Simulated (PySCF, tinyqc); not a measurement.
RKS/PBE0 in the sto-6g basis, for BeH+, spin multiplicity 1, step by step. The lowest restricted solution is unstable here: a spin-polarised one lies 0.0168 hartree lower (PySCF). One step of it, computed by the program tinyqc.

Task: Iteration 1: diagonalisation and new density. Diagonalise F' = X^T F X, C = X C', fill 2 alpha and 2 beta electrons from the bottom; D = 2 C_occ C_occ^T. Each column has its largest component positive (the first on a tie).

Kohn-Sham matrix F (hartree), order 1Be 1s, 1Be 2s, 1Be 2px, 1Be 2py, 1Be 2pz, 2H 1s:
```
[[-6.839408, -1.596811, 0.000000, 0.000000, 0.005838, -0.040664],
 [-1.596811, -1.254722, 0.000000, 0.000000, 0.046777, -0.103012],
 [0.000000, 0.000000, -0.883000, 0.038752, 0.000000, 0.000000],
 [0.000000, 0.000000, 0.038752, -0.832529, 0.000000, 0.000000],
 [0.005838, 0.046777, 0.000000, 0.000000, -0.779759, -0.110211],
 [-0.040664, -0.103012, 0.000000, 0.000000, -0.110211, 0.033223]]
```

X, order 1Be 1s, 1Be 2s, 1Be 2px, 1Be 2py, 1Be 2pz, 2H 1s:
```
[[1.025830, -0.134318, 0.000000, 0.000000, -0.001994, 0.011522],
 [-0.134318, 1.034267, 0.000000, 0.000000, 0.011716, -0.077006],
 [0.000000, 0.000000, 1.000000, 0.000000, 0.000000, 0.000000],
 [0.000000, 0.000000, 0.000000, 1.000000, 0.000000, 0.000000],
 [-0.001994, 0.011716, 0.000000, 0.000000, 1.015763, -0.104215],
 [0.011522, -0.077006, 0.000000, 0.000000, -0.104215, 1.024071]]
```

Give: F' = X^T F X; orbital energies; coefficients C; D after iteration 1.

Result:

F' = X^T F X (hartree):
```
[[-6.7805, -0.6055, 0.0000, 0.0000, -0.0008, 0.0070],
 [-0.6055, -1.0049, 0.0000, 0.0000, 0.0475, -0.0380],
 [0.0000, 0.0000, -0.8830, 0.0388, 0.0000, 0.0000],
 [0.0000, 0.0000, 0.0388, -0.8325, 0.0000, 0.0000],
 [-0.0008, 0.0475, 0.0000, 0.0000, -0.7796, -0.0416],
 [0.0070, -0.0380, 0.0000, 0.0000, -0.0416, 0.0604]]
```

orbital energies (hartree): [-6.8433, -0.9556, -0.9040, -0.8115, -0.7699, 0.0641]

coefficients C, order 1Be 1s, 1Be 2s, 1Be 2px, 1Be 2py, 1Be 2pz, 2H 1s:
```
[[1.0065, -0.2308, 0.0000, 0.0000, -0.0609, 0.0217],
 [-0.0269, 1.0031, 0.0000, 0.0000, 0.2693, -0.1198],
 [0.0000, 0.0000, 0.8791, 0.4766, 0.0000, 0.0000],
 [0.0000, 0.0000, -0.4766, 0.8791, 0.0000, 0.0000],
 [-0.0014, -0.2490, 0.0000, 0.0000, 0.9778, -0.1567],
 [0.0031, -0.0219, 0.0000, 0.0000, -0.0587, 1.0304]]
```

D after iteration 1, order 1Be 1s, 1Be 2s, 1Be 2px, 1Be 2py, 1Be 2pz, 2H 1s:
```
[[2.1327, -0.5173, 0.0000, 0.0000, 0.1121, 0.0164],
 [-0.5173, 2.0139, 0.0000, 0.0000, -0.4996, -0.0441],
 [0.0000, 0.0000, 0.0000, 0.0000, 0.0000, 0.0000],
 [0.0000, 0.0000, 0.0000, 0.0000, 0.0000, 0.0000],
 [0.1121, -0.4996, 0.0000, 0.0000, 0.1240, 0.0109],
 [0.0164, -0.0441, 0.0000, 0.0000, 0.0109, 0.0010]]
```
